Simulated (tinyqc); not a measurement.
Phonon-assisted absorption at an indirect gap, step by step. Values are carried at full precision from step to step, so a last printed digit may differ when a step is redone from the rounded ones.

alpha(E) = sum_j A_j [N_j (E - Eg + w_j)^2 + (N_j + 1)(E - Eg - w_j)^2], each bracket counted only where its base is positive; N_j = 1/(exp(w_j/kB T) - 1). The first term absorbs a phonon and the second emits one; excitons and direct transitions are left out.

Constants: kB = 8.617333262e-05 eV/K.

Parameters, chosen for this exercise (loosely those of GaP at room temperature; Eg is not tied to T; shifted at random, so the results belong to these values and not to a real crystal): Eg = 2.238 eV (indirect gap, held fixed unless listed); w = (45.3, 13.8) meV (two zone-edge phonons); A = (5100, 1300) 1/(cm eV^2) (their strengths); T = 300 K; E = 2.244 eV (photon energy); nr = 3.47 (refractive index); d = 6.6 micrometre (thickness); xj = 0.5 micrometre (dead layer at the surface); W = 23 micrometre (depleted width); L = 6.3 micrometre (minority diffusion length below it).

## The four branches at one energy

Evaluate the occupations and each term.

N_j: 0.2097  1.418

terms with phonon absorption (1/cm): 2.815  0.7225

terms with phonon emission (1/cm): 0  0

alpha = 3.538 1/cm
wavelength hc/E (hc = 1239.841984 eV nm) = 552.5 nm

Phonon absorption supplies 100.0 % of alpha; the depth 1/alpha is 2.83e+03 micrometre.

## What a slab does with it

Slab of thickness d in air, incoherent passes: R = ((nr - 1)/(nr + 1))^2, x = exp(-alpha d); transmitted Tr = (1 - R)^2 x/(1 - R^2 x^2), reflected Rt = R + (1 - R)^2 R x^2/(1 - R^2 x^2), absorbed Ab = (1 - R)(1 - x)/(1 - R x).

d in cm is 1e-4 times the value in micrometres.

R = 0.3053
x = 0.9977
Tr = 0.5307
Rt = 0.4670
Ab = 0.0023

A single pass would absorb (1 - R)(1 - x) = 0.0016; the back face adds 0.0007.

## Quantum efficiency of a diode

Photodiode (Gaertner form with a dead layer): QE = (1 - R) exp(-alpha xj) [1 - exp(-alpha W)/(1 + alpha L)], R = ((nr - 1)/(nr + 1))^2; responsivity = QE/E in A/W for E in eV.

Evaluate the factors; 1 micrometre = 1e-4 cm.

passes the dead layer = 0.9998
collected share = 0.0103
QE = 0.0072
responsivity = 0.0032 A/W

Without diffusion from below the collected share would be 0.0081.

## Checks

- Tr + Rt + Ab against 1: both 1.000000.

Program tinyqc; command `OMP_NUM_THREADS=1 python tinyqc.py 1682634 1682635 out.jsonl`; about 0.01 s on one thread of a shared Intel(R) Xeon(R) Processor @ 2.30GHz.
